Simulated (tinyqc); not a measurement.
## Thermal resistances of a two-die stack

Inverse problem. Heat leaves through the lower die only, and the system is linear. Find the resistance R1 from the lower die to the coolant, R2 between the dies, and the rise of the upper die when both are powered.

Parameters, values chosen for the exercise: power of the lower die P1 = 12 W; power of the upper die P2 = 23 W.

rises of the lower and upper die with only the lower one powered (K): [5.52, 5.52]
rises of the lower and upper die with only the upper one powered (K): [10.58, 17.02]

Solution. With only the lower die powered no heat crosses R2, so both dies rise by P1 R1; the difference in the second test is P2 R2; rises add.

R1 = 0.4600 K/W
R2 = 0.2800 K/W
rise of the upper die = 22.54 K

Computed by the program tinyqc: `OMP_NUM_THREADS=1 python tinyqc.py 2162215 2162216 out.jsonl`, one thread of a shared Intel Xeon 2.30GHz, about 0.09 s for the whole run.
